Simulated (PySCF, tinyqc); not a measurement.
Worked calculation: MP2 on RHF in the 3-21g basis, for H3-, spin multiplicity 1. The basis has no diffuse functions, so it cannot describe the extra electron: this is an exercise in the method, not the real anion. The lowest restricted solution is unstable here: a spin-polarised one lies 0.0613 hartree lower (PySCF). One step of it, computed by the program tinyqc.

Question. Iteration 18 (converged): orbitals. Diagonalise F' = X^T F X, C = X C', fill 2 alpha and 2 beta electrons from the bottom; D = 2 C_occ C_occ^T. Each column has its largest component positive (the first on a tie).

converged F (hartree), lower triangle:
```
           1H 1s      1H 2s      2H 1s      2H 2s      3H 1s      3H 2s
1H 1s   0.299088
1H 2s  -0.382843  -0.152038
2H 1s  -0.407517  -0.378142   0.326255
2H 2s  -0.399230  -0.210212  -0.386644  -0.148027
3H 1s  -0.479588  -0.438476  -0.408728  -0.400139   0.298655
3H 2s  -0.438237  -0.245396  -0.378810  -0.210797  -0.382896  -0.152168
```

X, lower triangle:
```
           1H 1s      1H 2s      2H 1s      2H 2s      3H 1s     3H 2s
1H 1s   1.280720
1H 2s  -0.495023   2.131838
2H 1s  -0.123957   0.048456   1.280604
2H 2s   0.048493  -0.660064  -0.494984   2.130916
3H 1s  -0.124191   0.048528  -0.123786   0.048440   1.280671
3H 2s   0.048543  -0.660685   0.048419  -0.659611  -0.495007  2.131449
```

Give: F' = X^T F X; orbital energies; coefficients C; D after iteration 18.

Answer.

F' = X^T F X (hartree), lower triangle:
```
        1       2       3       4       5      6
1   1.052
2  -0.616   0.583
3  -0.362  -0.026   1.088
4  -0.046  -0.106  -0.705   0.545
5  -0.427  -0.114  -0.363  -0.048   1.052
6  -0.114  -0.205  -0.027  -0.107  -0.615  0.584
```

orbital energies (hartree): MO1 -0.477, MO2 0.253, MO3 0.525, MO4 1.062, MO5 1.743, MO6 1.799

coefficients C:
```
         MO1     MO2     MO3     MO4     MO5     MO6
1H 1s  0.270  -0.071  -0.122   0.618   1.055   0.578
1H 2s  0.188  -0.894  -1.563  -0.517  -1.255  -0.740
2H 1s  0.235   0.201  -0.001   0.512   0.009  -1.250
2H 2s  0.130   1.756  -0.011  -0.444  -0.010   1.537
3H 1s  0.270  -0.069   0.122   0.619  -1.062   0.564
3H 2s  0.189  -0.874   1.574  -0.518   1.264  -0.722
```

D after iteration 18, lower triangle:
```
        1H 1s   1H 2s   2H 1s   2H 2s  3H 1s  3H 2s
1H 1s   0.155
1H 2s   0.228   1.670
2H 1s   0.098  -0.272   0.192
2H 2s  -0.179  -3.092   0.768   6.202
3H 1s   0.155   0.225   0.099  -0.171  0.155
3H 2s   0.226   1.635  -0.263  -3.021  0.222  1.600
```
